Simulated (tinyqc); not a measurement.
Disorder broadening of a one-dimensional band in the self-consistent Born approximation: two steps of the calculation.

The local Green function is G = g0(z - Sigma) with z = E + i eta and g0(z) = 1/(sqrt(z - 2t) sqrt(z + 2t)), principal roots; the self-energy is Sigma = D G. The density of states is -Im G/pi.

Parameters, values chosen for the exercise:
- t = 1 eV (hopping)
- D = 1.1 eV^2 (variance of the random site energy)
- eta = 0.001 eV (bare broadening)
- E = 0.076 eV (energy from the band centre)
- mix = 0.7 (mixing)

Constants: q = 1.602176634e-19 C, hbar = 1.054571817e-34 J s. Results are converted to the units shown.

Problem 1. Born step. G = g0(z - Sigma), Sigma(out) = D G, Sigma(new) = Sigma + mix (Sigma(out) - Sigma).

Sigma after iteration 1 = 0.00000733-0.38527822i eV

Wanted: G; Sigma(out); Sigma after iteration 2.

Solution 1.

G = 0.00348-0.49123i 1/eV
Sigma(out) = 0.00383-0.54036i eV
Sigma after iteration 2 = 0.00268-0.49383i eV

Problem 2. Density of states and lifetime. G = Sigma/D, density of states -Im G/pi, lifetime hbar/(2 |Im Sigma|); without disorder the density of states is -Im g0(z)/pi.

converged Sigma = 0.00471862-0.53172228i eV

Wanted: density of states; lifetime; density of states without disorder.

Solution 2.

density of states = 0.15387 1/eV
lifetime = 0.61894 fs
density of states without disorder = 0.15927 1/eV

Disorder makes the density of states at this energy 3.4 % below the clean value.

Range of the model: The self-consistent Born approximation misses band tails from rare fluctuations and localisation.

tinyqc, about 0.02 s, one thread, Intel Xeon 2.30GHz (shared host): `OMP_NUM_THREADS=1 python tinyqc.py 2720124 2720125 out.jsonl`
